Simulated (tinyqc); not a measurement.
Alloy A(1-x)B(x) by interpolation with bowing: one step. Gaps and lattice constant at x. Two cases, with inputs chosen for the exercise.

Question. Also give the wavelength hc/E of the lowest gap.

Each gap follows E(x) = (1 - x) E_A + x E_B - C x (1 - x); the lattice constant follows Vegard, a(x) = (1 - x) a_A + x a_B.

Constants: hc = 1239.841984 eV nm.

Give: a(x); linear parts; bowing terms C x (1 - x); gaps; wavelength of the lowest gap.

Case 1.

Values chosen (A near InP, B near GaP; not measured data):
- a = (5.867, 5.45) angstrom (lattice constant of A, B)
- x = 0.35 (fraction of B)
- Eg = (1.434, 2.916) eV (gap at Gamma to the s-like level of A, B)
- EgX = (2.408, 2.37) eV (gap to the lowest valley along Gamma-X of A, B)
- EgL = (2.002, 2.742) eV (gap to L of A, B)
- C = (0.645, 0.206, 0.968) eV (bowing of the Gamma, X and L gaps)

Answer.

a(x) = 5.7210 angstrom

linear parts (eV): Gamma 1.9527, X 2.3947, L 2.2610

bowing terms C x (1 - x) (eV): Gamma 0.1467, X 0.0469, L 0.2202

gaps (eV): Gamma 1.8060, X 2.3478, L 2.0408

wavelength of the lowest gap = 686.5 nm

The lowest valley is Gamma, so the gap is direct; the next, L, lies 235 meV higher.

Case 2.

Values chosen (A near Si, B near Ge; not measured data):
- a = (5.427, 5.666) angstrom (lattice constant of A, B)
- x = 0.16 (fraction of B)
- Eg = (4.208, 0.888) eV (gap at Gamma to the s-like level of A, B)
- EgX = (1.176, 0.938) eV (gap to the lowest valley along Gamma-X of A, B)
- EgL = (2.125, 0.74) eV (gap to L of A, B)
- C = (0.194, 0.188, 0) eV (bowing of the Gamma, X and L gaps)

Answer.

a(x) = 5.4652 angstrom

linear parts (eV): Gamma 3.6768, X 1.1379, L 1.9034

bowing terms C x (1 - x) (eV): Gamma 0.0261, X 0.0253, L 0.0000

gaps (eV): Gamma 3.6507, X 1.1127, L 1.9034

wavelength of the lowest gap = 1114.3 nm

The lowest valley is X, so the gap is indirect; the next, L, lies 791 meV higher.

Computed by tinyqc, one run a case: `OMP_NUM_THREADS=1 python tinyqc.py N N+1 out.jsonl` with N = 1081511, 1081582; one thread of a shared Intel(R) Xeon(R) Processor @ 2.30GHz, about 0.01 s a run at most.
